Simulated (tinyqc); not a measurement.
Signal and retention of a DRAM cell: one step of the calculation.

A stored one starts at Vd and leaks: Cs dV/dt = -I(V), I = a sqrt((V + Vb)/(Vd + Vb)) + b, with a = Ig exp[-(Eg1 q/kB)(1/T - 1/T0)] (generation in a depletion layer) and b = Is exp[-(Es q/kB)(1/T - 1/T0)]. The bit line is precharged to Vd/2, and charge sharing gives the signal (V - Vd/2) Cs/(Cs + Cb).

Problem. Failing cells. This time is the median of a log-normal spread: failing cells = Nc erfc(z/sqrt 2)/2, z = ln(t/tr)/sg. One failure is expected at the interval where that count equals 1.

Inputs (values chosen for the exercise):
- sg = 0.7 (deviation of ln(retention time) over the cells)
- Nc = 8.59e9 (cells)
- tr = 64 ms (refresh interval)

retention time = 3.0533189 s

Wanted: z; failing cells; interval for one failure.

Solution.

z = 5.5216
failing cells = 144.30
interval for one failure = 36.140 ms

The weakest cell of the array lies about 6.34 deviations out, a factor of 84.5 below the median; the chosen interval is longer than that time.

Range of the model: Real arrays also hold a tail of unusually leaky cells and cells whose retention varies in time, which this model lacks.

Program tinyqc, `OMP_NUM_THREADS=1 python tinyqc.py 2130004 2130005 out.jsonl`; Intel Xeon 2.30GHz, shared host, one thread, about 0.01 s.
